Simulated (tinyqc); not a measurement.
## Charge needed for a dipole step

Two sheets of opposite charge dd apart with permittivity ei give the step D = q N dd/(eps0 ei).

Inputs (values chosen for the exercise): relative permittivity inside the dipole layer ei = 6.6; thickness of the dipole layer dd = 0.19 nm.

Constants: q = 1.602176634e-19 C, eps0 = 8.8541878128e-14 F/cm where lengths are in cm. Results are converted to the units shown.

Result of one run:

| D (V) | field (MV/cm) | moment (debye/nm^2, 1 D = 3.33564e-30 C m) |
|---|---|---|
| 0.5730 | 30.16 | 10.04 |

Which charge in each sheet N gave this result: 2.7e12, 6.8e12, 1.7e13, 1.1e14 or 2.9e14 cm^-2?

N = 1.1e14 cm^-2.

The whole series:

| N (cm^-2) | D (V) | field (MV/cm) | moment (debye/nm^2, 1 D = 3.33564e-30 C m) |
|---|---|---|---|
| 1e12 | 0.005209 | 0.2742 | 0.09126 |
| 2.7e12 | 0.01406 | 0.7403 | 0.2464 |
| 6.8e12 | 0.03542 | 1.864 | 0.6206 |
| 1.7e13 | 0.08856 | 4.661 | 1.551 |
| 4.5e13 | 0.2344 | 12.34 | 4.107 |
| 1.1e14 | 0.5730 | 30.16 | 10.04 |
| 2.9e14 | 1.511 | 79.51 | 26.47 |

D is proportional to N, 0.1 V for 1.92e13 cm^-2. The same sheet as an uncompensated charge under 1 nm of a dielectric of permittivity 3.9 would shift the flat band by 0.891 V, and that shift would grow with thickness, which a dipole step does not. For N = 1.1e14, 2.9e14 the field exceeds 20 MV/cm; it acts over one bond length, where the sheet picture is only a bookkeeping device.

Numbers from tinyqc (`OMP_NUM_THREADS=1 python tinyqc.py 2410169 2410170 out.jsonl`; about 0.01 s on one thread of a shared Intel Xeon 2.30GHz).
